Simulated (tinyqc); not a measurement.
Energy and delay of logic against supply voltage: one step of the calculation.

One expression serves below and above threshold: I(Vg) = Ik [ln(1 + exp((Vg - VT + dd V)/(al nf Vt)))]^al, with I_on = I(V) and I_off = I(0). Gate delay td = kd C V/I_on, clock period LD td. Per gate and cycle the switching energy is act C V^2 and the leakage energy I_off V LD td. No short-circuit current, no variation. Minima are sought above 0.09 V; below a few Vt gates no longer switch and the model has no meaning.

Question. Currents, delay and energies. I_on, I_off, td, clock frequency 1/(LD td), both energies and their sum.

Parameters, values chosen for the exercise; values of the order met in logic technologies:
```
symbol,value,unit,meaning
T,300,K,temperature
VT,0.26,V,threshold voltage at zero drain bias
nf,1.4,,slope factor
dd,0.03,,barrier lowering per volt of supply
Ik,0.89,uA,specific current of a gate
al,1.76,,exponent of the current law
C,2.1,fF,load capacitance of a gate
kd,1.1,,delay factor
LD,20,,logic depth
act,0.1,,activity factor
V,0.76,V,supply voltage
```

Constants: q = 1.602176634e-19 C, kB = 1.380649e-23 J/K, Vt = kB T/q. Results are converted to the units shown.

Wanted: I_on; I_off; td; clock frequency; switching energy; leakage energy; energy.

Answer.

I_on = 36.18 uA
I_off = 1.242 nA
td = 48.53 ps
clock frequency = 1.030 GHz
switching energy = 121.3 aJ
leakage energy = 0.9159 aJ
energy = 122.2 aJ

I_on/I_off = 29100; leakage makes up 0.749 % of the energy.

Computed by the program tinyqc: `OMP_NUM_THREADS=1 python tinyqc.py 2082039 2082040 out.jsonl`, one thread of a shared Intel Xeon 2.30GHz, about 0.01 s for the whole run.
